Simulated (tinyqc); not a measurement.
Floating body of a partially depleted SOI transistor: body voltage and kink: two steps of the calculation.

Source at 0 V. Channel current Ic = 2 nf K Vt^2 [F(0) - F(Vd)](1 + la Vd), F(V) = ln^2(1 + exp((Vg - VT - nf V)/(2 nf Vt))), VT = VT0 - gb Vb. Saturation voltage Vs = 2 Vt sqrt(F(0)) + 3 Vt, excess Ve = (Vd - Vs + sqrt((Vd - Vs)^2 + 0.0004 V^2))/2, multiplication M1 = Ai Ve exp(-Bl/Ve). Each junction passes D(v) = J1 (exp(v/Vt) - 1) + J2 (exp(v/(2 Vt)) - 1). Bipolar current Ib = bb J1 (exp(Vb/Vt) - 1). The body settles where M1 (Ic + Ib) = D(Vb) + D(Vb - Vd) + Vb/Rb; drain current Id = (1 + M1)(Ic + Ib) - D(Vb - Vd).

Inputs (values chosen for the exercise); values of the order met in partially depleted silicon-on-insulator transistors:
```
symbol    value         unit                                                                                            meaning
T           358            K                                                                                        temperature
VT0        0.33            V                                                                     threshold at zero body voltage
gb         0.11                                                                  fall of the threshold per volt of body voltage
nf         1.43                                                                                                    slope factor
K           420  uA/(V^2 um)                                                                              gain factor per width
la         0.04          1/V                                                                   channel-length modulation factor
Ai         2.46          1/V                                                                        impact-ionisation prefactor
Bl          8.9            V                                                                          impact-ionisation voltage
J1      6.7e-10        uA/um                                                      diffusion saturation current of each junction
J2       4.5e-7        uA/um                                                  recombination saturation current of each junction
bb            3                                                 gain of the lateral bipolar transistor on the diffusion current
Rb         5000      kohm um  resistance of a weak body tie to the source (1e9 stands for no tie, and the term is then dropped)
Vg         0.91            V                                                                                       gate voltage
Vd          1.8            V                                                                                      drain voltage
```

Constants: q = 1.602176634e-19 C, kB = 1.380649e-23 J/K, Vt = kB T/q. Results are converted to the units shown.

Task 1. New Vb. Current into the body I_in = M1 (Ic + Ib) - D(Vb - Vd), current out I_out = D(Vb) + Vb/Rb; f = ln(I_in/I_out), s = df/dVb by central differences over 1e-5 V, Vb(new) = Vb - f/s.

Vb at the start = 0.48 V

Give: Ic; Ve; M1; I_in; I_out; f; s; Vb after iteration 1.

Result 1.

Ic = 63.05 uA/um
Ve = 1.265 V
M1 = 0.002738
I_in = 0.1727 uA/um
I_out = 0.1009 uA/um
f = 0.5371
s = -3.521 1/V
Vb after iteration 1 = 0.6326 V

Task 2. Drain current with floating and with grounded body. Id and VT at the converged Vb, Id at Vb = 0, their ratio, and the bipolar share Ib/(Ic + Ib).

converged Vb = 0.56194531 V

Give: VT; Id, floating; Id, grounded; ratio; bipolar share.

Result 2.

VT = 0.2682 V
Id, floating = 65.20 uA/um
Id, grounded = 53.16 uA/um
ratio = 1.226
bipolar share = 0.2517 %

The body rises to 0.562 V and lowers the threshold by 61.8 mV.

Range of the model: The multiplication law is an empirical form chosen for the exercise; self-heating and capacitive coupling to the body are left out, and the linear laws are rough once Vb passes about 0.7 V or M1 about 0.1.

Computed by the program tinyqc: `OMP_NUM_THREADS=1 python tinyqc.py 2182274 2182275 out.jsonl`, one thread of a shared Intel Xeon 2.30GHz, about 0.2 s for the whole run.
